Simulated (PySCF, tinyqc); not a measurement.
Worked calculation (part 2 of 2): G0W0 on RHF in the 6-31g basis, for H3+, spin multiplicity 1. The lowest restricted solution is unstable here: a spin-polarised one lies 0.0007 hartree lower (PySCF). Computed by tinyqc, a small Python program that keeps every step (integrals from PySCF). Command: `OMP_NUM_THREADS=1 python tinyqc.py 21444 21445 out.jsonl` (the two numbers bound the seeds that draw the settings). One thread of a shared host (Intel(R) Xeon(R) Processor @ 2.60GHz), about 0.08 s of CPU time with the checks.

Geometry (angstrom):
```
atom         x         y          z
H     0.000000  0.000000   0.000000
H     0.000000  0.000000   1.119000
H     0.000000  0.835000  -0.823000
```

## G0W0 on Hartree-Fock: HOMO

orbital energies (hartree): MO1 -0.913656, MO2 -0.381218, MO3 -0.097096, MO4 0.597989, MO5 0.666961, MO6 0.785367

excitation energies w (hartree): 0.721379  0.948464  1.607344  1.672585  1.885796

X + Y:
```
             1          2          3          4          5
1>2   0.856030   0.007780   0.003031  -0.047303  -0.001811
1>3  -0.011095   0.921405  -0.025240   0.000961  -0.073588
1>4   0.002295   0.040583   0.965228   0.082260  -0.025789
1>5   0.124122  -0.010676  -0.086555   0.964098  -0.037918
1>6   0.008889   0.150600   0.021871   0.044111   0.942012
```

Given earlier and not repeated: Two-electron integrals over orbitals (pq|rs).

W(p,q,m) = sqrt2 sum_ia (pq|ia) (X+Y)_ia,m; Sigma_c(x) = sum_(i,m) W^2/(x - e_i + w_m) + sum_(a,m) W^2/(x - e_a - w_m); solve x = e_p + Sigma_c(x) by Newton steps; Z = 1/(1 - dSigma/dx); 1 hartree = 27.211386 eV.

The 12 largest terms at x = e_p (hartree; W for the signs of X + Y given):
```
q  m          W       term
2  1   0.134659  -0.014462
1  2   0.080114   0.006767
1  5  -0.111304   0.006569
3  2   0.092881  -0.004888
6  5   0.131248  -0.004805
1  3   0.082235   0.004207
3  5  -0.092064  -0.003136
2  4  -0.078967  -0.002828
6  2  -0.062273  -0.001465
4  3   0.067384  -0.001456
5  1  -0.054916  -0.001310
5  4   0.064520  -0.001280
```

Newton steps (hartree):
```
step          x  Sigma_c(x)         Z
0     -0.913656   -0.018061  0.967334
1     -0.931127   -0.017471  0.967370
2     -0.931127   -0.017471  0.967370
```

quasiparticle energy of the HOMO = -25.337270 eV

Hartree-Fock value = -24.861851 eV

## G0W0 on Hartree-Fock: LUMO

As before.

The 12 largest terms at x = e_p (hartree; W for the signs of X + Y given):
```
q  m          W       term
1  1   0.134659   0.014462
3  1  -0.101726  -0.010291
2  3   0.103139  -0.006618
4  1   0.073873  -0.003209
1  4  -0.078967   0.002828
4  4  -0.082384  -0.002559
5  3  -0.081018  -0.002472
3  4   0.054362  -0.001510
6  1   0.043103  -0.000984
2  2  -0.024729  -0.000645
6  4  -0.037472  -0.000495
2  1   0.012021  -0.000200
```

Newton steps (hartree):
```
step          x  Sigma_c(x)         Z
0     -0.381218   -0.012037  0.967527
1     -0.392864   -0.011647  0.967665
2     -0.392865   -0.011647  0.967665
```

quasiparticle energy of the LUMO = -10.690392 eV

Hartree-Fock value = -10.373465 eV
